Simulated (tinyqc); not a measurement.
## Narrowing from the saturation current

Question. A uniform n-type emitter has J0 = (q p0 D/L)(s + tanh(W/L))/(1 + s tanh(W/L)), D = mup Vt, s = S L/D, and p0 = (ni^2/N) exp(dE_app/kB T), where dE_app = dEg + kB T ln[(N/Nc) exp(-eta)]. Find p0, dE_app and dEg.

Values chosen for this exercise; band and dielectric values close to those of germanium: temperature T = 300 K; conduction-band density of states at 300 K Nc = 1.04e19 cm^-3; ionised donor density N = 1.4e19 cm^-3; minority-hole mobility mup = 190 cm^2/(V s); emitter width W = 510 nm; recombination velocity at the contact S = 1900 cm/s.

Constants: q = 1.602176634e-19 C, kB = 1.380649e-23 J/K, Vt = kB T/q. Results are converted to the units shown.

J0 = 1.0211238e8 fA/cm^2
L = 2753.2114 nm
ni = 2.6474965e13 cm^-3
converged eta = 0.76456645

Solution. J0 gives p0, its ratio to ni^2/N gives dE_app, and the degeneracy term is taken off.

p0 = 1.257e8 cm^-3
dE_app = 23.81 meV
dEg = 35.89 meV

tinyqc, about 0.01 s, one thread, Intel Xeon 2.30GHz (shared host): `OMP_NUM_THREADS=1 python tinyqc.py 2330156 2330157 out.jsonl`
